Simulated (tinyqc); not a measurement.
Relaxation at fixed composition: composition and strain of an epitaxial Si(1-x)Ge(x) layer from Raman and X-ray peaks. Computed by tinyqc, a small Python program. Command: `OMP_NUM_THREADS=1 python tinyqc.py 3009463 3009464 out.jsonl epiraman walk`. One thread of a shared host (Intel(R) Xeon(R) Processor @ 2.30GHz), about 0.01 s of CPU time with the checks.

A (001) layer, biaxially strained in the plane. The Raman peaks follow empirical lines omega = w0 + c1 x + c3 x^3 + b eps (c3 for Si-Ge alone), with eps the in-plane strain.

Inputs (values chosen for the exercise, modelled on silicon-germanium):
```
quantity                        value      unit
Ge fraction x                    0.73         -
Ge fraction y of the buffer      0.83         -
lattice constant of Si          5.431  angstrom
lattice constant of Ge          5.658  angstrom
bowing B                        0.028  angstrom
2 C12/C11 of Si                 0.772         -
2 C12/C11 of Ge                 0.751         -
Si-Si: w0                         521      1/cm
Si-Si: c1                       -69.8      1/cm
Si-Si: strain coefficient b      -695      1/cm
Ge-Ge: w0                       280.3      1/cm
Ge-Ge: c1                          19      1/cm
Ge-Ge: strain coefficient b      -445      1/cm
X-ray wavelength             1.540598  angstrom
```

Substrate: relaxed alloy buffer.

Method:
- Relaxed lattice constant a(x) = a_Si + (a_Ge - a_Si) x - B x (1 - x).
- In-plane constant a_par = a_sub + R (a(x) - a_sub); eps = a_par/a(x) - 1; eps_perp = -(2 C12/C11) eps with 2 C12/C11 linear in x; a_perp = a(x) (1 + eps_perp). The buffer has a_sub = a(y).
- (004) Bragg angle theta = arcsin(2 lambda/a), with a = a_perp for the layer and a_sub for the substrate; separation = layer less substrate. The apparent x is the one that a fully strained layer (R = 0) would need to give the same a_perp.

Signatures; columns: (1) R; (2) eps (per mille); (3) Si-Si (1/cm); (4) Ge-Ge (1/cm); (5) a_perp (angstrom); (6) (004) separation (arcsec); (7) apparent x if R = 0 is assumed:
```
(1)      (2)     (3)     (4)     (5)     (6)      (7)
0.00  4.3404  467.03  292.24  5.5728  1037.3  0.73000
0.15  3.6893  467.48  292.53  5.5756   969.7  0.73652
0.30  3.0383  467.93  292.82  5.5783   902.2  0.74304
0.50  2.1702  468.54  293.20  5.5820   812.3  0.75171
0.70  1.3021  469.14  293.59  5.5857   722.5  0.76037
0.85  0.6511  469.59  293.88  5.5884   655.3  0.76685
1.00  0.0000  470.05  294.17  5.5912   588.1  0.77333
```

What follows from these numbers?

Full relaxation moves the Si-Si peak by +3.02 per cm and shrinks the X-ray separation to 57 % of its strained value, about 1/(1 + 2 C12/C11). A symmetric reflection alone cannot part x from R: a relaxed layer read as strained gives x = 0.773 in place of 0.73. An asymmetric reflection or a second peak is needed.

Extremes, crossings and ranges named in words are read from the listed rows.
